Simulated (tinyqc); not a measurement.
What each parameter does: Tamm state at the end of a one-band chain.

A half-infinite chain with site energy 0 and hopping -t, band E = -2t cos(ka); the end site has energy D. The surface Green function of the unperturbed half chain is g = (E -/+ sqrt(E^2 - 4t^2))/(2t^2), the root with |t g| <= 1 and Im g <= 0, and with the shift G = g/(1 - D g).

Parameters, chosen for this exercise:
```
symbol  value  unit      meaning
t       0.93   eV        hopping
D       -2.06  eV        shift of the end site
a       3.8    angstrom  spacing
E       -1.34  eV        energy in the band
```

E = D + t^2/D, weight 1 - (t/D)^2, decay length -a/ln|t/D|, surface density -Im G/pi at E.

Results for these values:
```
case  bound level (eV)  weight  decay (angstrom)  density (1/eV)
base           -2.4799  0.7962             4.778          0.0874
```

What happens to each result for D = -2.472 eV, all else kept?

Answer: bound level falls from -2.4799 to -2.8219; weight rises from 0.7962 to 0.8585; decay falls from 4.778 to 3.887; density falls from 0.0874 to 0.0560.

The same for each parameter in turn:
```
case               bound level (eV)  weight  decay (angstrom)  density (1/eV)
base                        -2.4799  0.7962             4.778          0.0874
t = 0.9765 eV               -2.5229  0.7753             5.091          0.0928
D = -2.472 eV               -2.8219  0.8585             3.887          0.0560
a = 4.18 angstrom           -2.4799  0.7962             5.256          0.0874
E = -0.67 eV                -2.4799  0.7962             4.778          0.0741
```

Program tinyqc; command `OMP_NUM_THREADS=1 python tinyqc.py 1480989 1480990 out.jsonl`; about 0.01 s on one thread of a shared Intel(R) Xeon(R) Processor @ 2.30GHz.
